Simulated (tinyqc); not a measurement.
# p-i-n junction, non-linear Poisson equation by Newton steps: what changes with what

One dimension, p side on the left, n side on the right; net doping C = -Na for x < 0, 0 for 0 < x < Li and +Nd beyond. The potential psi is counted from the intrinsic level, and the quasi-Fermi potentials are flat: 0 for holes and -V for electrons, so n = ni exp((psi + V)/Vt) and p = ni exp(-psi/Vt) (Boltzmann statistics, full ionisation, no current).

Inputs (values chosen for the exercise); band and dielectric values close to those of silicon: temperature T = 300 K; band gap Eg = 1.13 eV; relative permittivity eps_r = 11.9; conduction-band density of states at T Nc = 2.82e19 cm^-3; valence-band density of states at T Nv = 2.65e19 cm^-3; acceptor density of the p side Na = 7e16 cm^-3; donor density of the n side Nd = 2.7e16 cm^-3; bias of the p side against the n side V = 0 V; width of the undoped layer, from x = 0 to Li Li = 210 nm.

Constants: q = 1.602176634e-19 C, kB = 1.380649e-23 J/K, Vt = kB T/q, eps0 = 8.8541878128e-14 F/cm where lengths are in cm. Results are converted to the units shown.

Each table varies one quantity; the others keep the values above.

## Capacitance and field against bias

The Poisson equation d/dx(eps0 eps_r dpsi/dx) = -q (p - n + C) is solved on a mesh of more than 1000 nodes that ends in neutral material (psi_p = -Vt ln(Na/ni), psi_n = Vt ln(Nd/ni) - V). C_j = q d/dV of the integral of p over x, from the linearised equation. ni = sqrt(Nc Nv) exp(-Eg/(2 Vt)), Eg in volts. Depletion approximation: Vbi = Vt ln(Na Nd/ni^2), W = sqrt(2 eps0 eps_r (Vbi - V)(1/Na + 1/Nd)/q), xp = W Nd/(Na + Nd), xn = W Na/(Na + Nd), peak field 2 (Vbi - V)/W, capacitance eps0 eps_r/W. The last column applies it to an abrupt Na-Nd junction.

Capacitance and field against bias:
```
V (V)	peak |E| (kV/cm)	C_j (nF/cm^2)	1/C_j^2 (cm^4/uF^2)	eps0 eps_r/C_j (nm)	abrupt depletion C (nF/cm^2)
0.12	26.08	36.20	763.3	291.1	49.29
-0.15	33.95	32.65	938.1	322.7	41.68
-0.41	41.41	30.17	1099	349.2	36.92
-0.68	48.79	28.13	1264	374.5	33.37
-0.94	55.50	26.52	1422	397.3	30.77
-1.21	62.11	25.11	1586	419.6	28.63
-1.47	68.15	23.94	1744	440.0	26.94
-1.73	73.93	22.93	1902	459.5	25.51
-2	79.69	22.00	2066	479.0	24.25
```

Read the table: what changes, and by how much?

With V going from 0.12 to -2 V, C_j falls from 36.2 to 22.0 nF/cm^2 and the peak field rises from 26.1 to 79.7 kV/cm. The slope of 1/C_j^2, read as N = 2/(q eps0 eps_r |slope|), gives 1.83e16 cm^-3 between the first two rows and 1.95e16 cm^-3 between the last two, against Na Nd/(Na + Nd) = 1.95e16 cm^-3; it is not a straight line, so no single doping describes it. At the end C_j goes as (Vbi - V)^(-0.41) with Vbi = 0.797 V, and it is 9.3 % below the abrupt depletion formula (at the first row 27 % below it).

## Effect of the width of the undoped layer

Same model as above.

The abrupt values quoted are those of these depletion formulas.

Effect of the width of the undoped layer:
```
Li (nm)	peak |E| (kV/cm)	C_j (nF/cm^2)	eps0 eps_r/C_j (nm)
26	59.2	46.7	226
37	56.4	46.4	227
52	52.8	45.8	230
74	48.1	44.6	236
100	43.2	42.9	245
150	35.8	39.1	269
210	29.6	34.4	306
```

Read the table: what changes, and by how much?

As Li grows from 26 to 210 nm, the peak field falls from 59.2 to 29.6 kV/cm and C_j falls from 46.7 to 34.4 nF/cm^2. The abrupt depletion formulas give 68.7 kV/cm and W = 232 nm; the first row's field is 14 % below that and the last row's 57 % below it. The same voltage drops over a longer distance, so the field falls.

Computed by the program tinyqc: `OMP_NUM_THREADS=1 python tinyqc.py 2000069 2000070 out.jsonl`, one thread of a shared Intel Xeon 2.30GHz, about 0.04 s for the whole run.
